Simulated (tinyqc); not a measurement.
Deformation potentials from a strained empirical pseudopotential, step by step. Values are carried at full precision from step to step, so a last printed digit may differ when a step is redone from the rounded ones.

Diamond lattice, no spin-orbit coupling. Atomic form factor V(q) = a1 (q^2 - a2)/(a3 exp(a4 q^2) - 1) in rydberg with q in 1/bohr, for the unstrained cell. Under a strain e the reciprocal vectors and k go over into (1 + e)^(-1) G, the atoms sit at +/- tau with tau = (1 + e) a (1,1,1)/8 - zeta a (eyz, ezx, exy)/4, and H(G,G') = c |k + G|^2 delta + (V(q)/det(1 + e)) cos(q.tau), q = G - G', with the term q = 0 left out; c = hbar^2/2m0. The basis is fixed before straining: all G with |k + G|^2 up to 16 (2 pi/a)^2. k is given in units of 2 pi/a of the unstrained cell.

Constants: a0 (Bohr radius) = 0.5291772105 angstrom; hbar^2/2m0 = 3.80998211 eV angstrom^2; Ry = 13.60569312 eV.

Parameters, chosen for this exercise (a germanium-sized cell with gaps well above those of Ge; the results hold for these values, not for the real material):
```
symbol  value                         unit      meaning
a       5.668                         angstrom  lattice constant
A       (0.403, 2.411, 2.042, 0.456)            a1 (Ry bohr^2), a2 (1/bohr^2), a3, a4 (bohr^2)
h       0.005                                   size of the test strain
kD      0.81                          2 pi/a    position of the Delta minimum
zeta    0.52                                    internal-strain parameter
```

## Form factors, unstrained and under a volume change

q^2 = n (2 pi/a)^2 a0^2 for the shells n = 3, 8, 11; for e = h 1, q^2 is divided by (1 + h)^2 and V by (1 + h)^3. Last column: the change divided by the relative change of volume, (1 + h)^3 - 1.

Form factors:
```
n   q^2 (1/bohr^2)    V (Ry)  V expanded (Ry)  dV/(dVol/Vol) (Ry)
3          1.03234  -0.24480         -0.24460              0.0133
8          2.75291   0.02235          0.02055             -0.1191
11         3.78525   0.05288          0.05163             -0.0828
```

## Gaps under a volume change

e = -h 1, 0, +h 1; gaps from the valence top to the s-like level at Gamma (level 5), and to level 5 at (kD,0,0) and (1/2,1/2,1/2).

Gaps (eV):
```
gap             e = -h    e = 0   e = +h
Gamma, s-like  1.82215  1.68488  1.54876
Delta          1.43272  1.44498  1.45554
L              1.31841  1.27357  1.22828
```

## Hydrostatic deformation potentials

a = [E(+h) - E(-h)]/(3 ln((1 + h)/(1 - h))).

a of the gaps to Gamma, Delta, L (eV): [-9.11, 0.76, -3.00]

Compression opens the Gamma gap, opens the L gap and closes the Delta gap. Only differences are defined here: the absolute shifts depend on the mean potential, which this model leaves out.

## Tetragonal strain

e = diag(-h/2, -h/2, h). Level 5 at (kD,0,0) and (0,0,kD), and levels 2 to 4 at Gamma, all from the mean of the three valence levels.

Delta x, Delta z (eV): [1.42562, 1.48358]

valence levels (eV): [-0.04532, 0.02266, 0.02266]

## Xu of the Delta valleys and b

For e = diag(-h/2, -h/2, h): E(Delta z) - E(Delta x) = Xu (ezz - exx), and without spin-orbit coupling E(Z) - E(X, Y) = 3 b (ezz - exx); Z is the single level, X and Y the pair.

Xu = 7.73 eV
b = -3.02 eV

Stretching along z raises the valleys on the z axis and lowers the Z valence state. One-sided differences carry an error of order h. A local potential fitted to band energies alone fixes these slopes only roughly; b tends to come out too large and Xu of L too small.

## Trigonal strain

exy = eyz = ezx = h, with the internal displacement. Level 5 at (1/2,1/2,1/2) and (1/2,-1/2,-1/2), and levels 2 to 4 at Gamma, from the mean of the three valence levels.

L [111], L [1-1-1] (eV): [1.38484, 1.23557]

valence levels (eV): [-0.05168, 0.02584, 0.02584]

## Xu of the L valleys and d

For the tensor strain exy = eyz = ezx = h: E(L [111]) - E(L [1-1-1]) = (8/3) Xu h, and E(single valence level) - E(pair) = 3 sqrt(3) d h. Find Xu and d.

Xu (L) = 11.20 eV
d = -2.98 eV

## Checks

- Level 5 at (kD,0,0) and (0,kD,0) under the tetragonal strain (eV): both 10.3771.

Program tinyqc; command `OMP_NUM_THREADS=1 python tinyqc.py 1880139 1880140 out.jsonl`; about 0.2 s on one thread of a shared Intel(R) Xeon(R) Processor @ 2.30GHz.
